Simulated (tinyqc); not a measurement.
# Minority carriers and saturation current of a heavily doped emitter: effects of single changes

n-type, parabolic bands, full ionisation. eta = (EF - Ec)/kB T solves N = Nc F12(eta), F12(x) = (2/sqrt(pi)) int_0^infinity sqrt(u)/(1 + exp(u - x)) du. The gap shrinks rigidly by dEg = E1 [ln(N/N0) + sqrt(ln^2(N/N0) + 0.5)], an empirical law that is here taken as the true narrowing.

Values chosen for this exercise; band and dielectric values close to those of germanium: temperature T = 250 K; band gap Eg = 0.648 eV; conduction-band density of states at 250 K Nc = 7.99e18 cm^-3; valence-band density of states at 250 K Nv = 4.63e18 cm^-3; ionised donor density N = 3.1e19 cm^-3; energy of the narrowing law E1 = 7.4 meV; density of the narrowing law N0 = 1.2e17 cm^-3; minority-hole mobility mup = 230 cm^2/(V s); Auger coefficient Cn = 3e-31 cm^6/s; defect lifetime ts = 2.7 us; emitter width W = 210 nm; recombination velocity at the contact S = 4.5e6 cm/s.

Constants: q = 1.602176634e-19 C, kB = 1.380649e-23 J/K, Vt = kB T/q. Results are converted to the units shown.

Each table varies one quantity; the others keep the values above.

## Effect of the doping

ni = sqrt(Nc Nv) exp(-Eg/(2 Vt)), Eg in volts; degeneracy factor g = F12(eta) exp(-eta); nie^2 = ni^2 exp(dEg/kB T) g, p0 = nie^2/N; apparent narrowing dEg + kB T ln g. 1/tau = Cn N^2 + 1/ts, D = mup Vt, L = sqrt(D tau); J0 = (q p0 D/L)(s + tanh(W/L))/(1 + s tanh(W/L)), s = S L/D; the share recombining inside is 1 - 1/[cosh(W/L)(1 + tanh(W/L)/s)]. The mobility is held fixed.

Effect of the doping:

| N (cm^-3) | apparent narrowing (meV) | p0 (cm^-3) | L (nm) | J0 (fA/cm^2) | share inside (%) |
|---|---|---|---|---|---|
| 1.6e17 | 7.625 | 2.849e7 | 3.620e4 | 1.023e9 | 0.001859 |
| 3.5e17 | 17.08 | 2.020e7 | 3.489e4 | 7.255e8 | 0.002002 |
| 7.7e17 | 27.74 | 1.506e7 | 3.006e4 | 5.409e8 | 0.002695 |
| 1.7e18 | 38.30 | 1.114e7 | 2.001e4 | 4.000e8 | 0.006084 |
| 3.6e18 | 47.47 | 8.046e6 | 1.079e4 | 2.891e8 | 0.02093 |
| 7.9e18 | 54.98 | 5.197e6 | 5094 | 1.868e8 | 0.09380 |
| 1.7e19 | 57.93 | 2.770e6 | 2386 | 9.977e7 | 0.4266 |
| 3.7e19 | 51.88 | 9.609e5 | 1098 | 3.498e7 | 1.988 |
| 8.1e19 | 27.91 | 1.443e5 | 501.7 | 5.514e6 | 8.954 |

The apparent narrowing goes from 7.63 through a maximum of 57.9 (at N = 1.7e19 cm^-3 among the rows listed) to 27.9 meV. p0 goes as N^(-0.44) between the first two rows and N^(-2.42) between the last two (-1 without narrowing or degeneracy), and J0 falls from 1.02e9 to 5.51e6 fA/cm^2.

## Effect of the contact

Same model as above.

Results:

| S (cm/s) | J0 (fA/cm^2) | share inside (%) |
|---|---|---|
| 80 | 1.259e6 | 98.70 |
| 340 | 1.311e6 | 94.71 |
| 1500 | 1.543e6 | 80.28 |
| 6200 | 2.461e6 | 49.87 |
| 26000 | 5.966e6 | 19.81 |
| 1.1e5 | 1.640e7 | 6.386 |
| 2.1e6 | 4.432e7 | 1.553 |
| 8.8e6 | 4.794e7 | 1.338 |

Estimate the missing row, S = 4.8e5 cm/s.

Computed row:

| S (cm/s) | J0 (fA/cm^2) | share inside (%) |
|---|---|---|
| 4.8e5 | 3.331e7 | 2.492 |

With this row back in the table: J0 rises from 1.26e6 to 4.79e7 fA/cm^2, between the limits q p0 (D/L) tanh(W/L) = 1.24e6 and q p0 (D/L) coth(W/L) = 4.92e7; W/L = 0.16, so passivating the contact can gain at most a factor of 39.6.

## Approximations to the Fermi level

With u = N/Nc: Boltzmann ln u; Joyce-Dixon ln u + 0.353553 u - 4.95009e-3 u^2 + 1.48386e-4 u^3 - 4.42563e-6 u^4; degenerate limit (3 sqrt(pi) u/4)^(2/3). The Einstein ratio is D/(mu Vt) = F12/Fm, Fm(x) = dF12/dx = (1/sqrt(pi)) int_0^infinity u^(-1/2)/(1 + exp(u - x)) du.

Approximations to the Fermi level:

| N (cm^-3) | N/Nc | eta | Boltzmann | Joyce-Dixon | degenerate | D/(mu Vt) |
|---|---|---|---|---|---|---|
| 3.3e17 | 0.04130 | -3.172 | -3.187 | -3.172 | 0.1445 | 1.015 |
| 7.8e17 | 0.09762 | -2.292 | -2.327 | -2.292 | 0.2563 | 1.034 |
| 1.8e18 | 0.2253 | -1.411 | -1.490 | -1.411 | 0.4476 | 1.079 |
| 4.3e18 | 0.5382 | -0.4307 | -0.6196 | -0.4307 | 0.7999 | 1.187 |
| 1e19 | 1.252 | 0.6594 | 0.2244 | 0.6594 | 1.404 | 1.428 |
| 2.4e19 | 3.004 | 2.121 | 1.100 | 2.121 | 2.517 | 1.983 |
| 5.6e19 | 7.009 | 4.224 | 1.947 | 4.222 | 4.428 | 3.110 |
| 1.3e20 | 16.27 | 7.654 | 2.789 | 7.560 | 7.763 | 5.253 |
| 3.1e20 | 38.80 | 13.80 | 3.658 | 8.562 | 13.86 | 9.278 |

Boltzmann is within 0.1 of eta up to N/Nc = 0.23, Joyce-Dixon within 0.01 up to 7.0, and the degenerate limit is off by 0.060 in the last row. The Einstein ratio rises from 1.01 to 9.28: degenerate carriers diffuse faster for the same mobility.

Range of the model: Band tails, non-parabolic bands and incomplete ionisation are left out.

Numbers from tinyqc (`OMP_NUM_THREADS=1 python tinyqc.py 2330145 2330146 out.jsonl`; about 0.01 s on one thread of a shared Intel Xeon 2.30GHz).
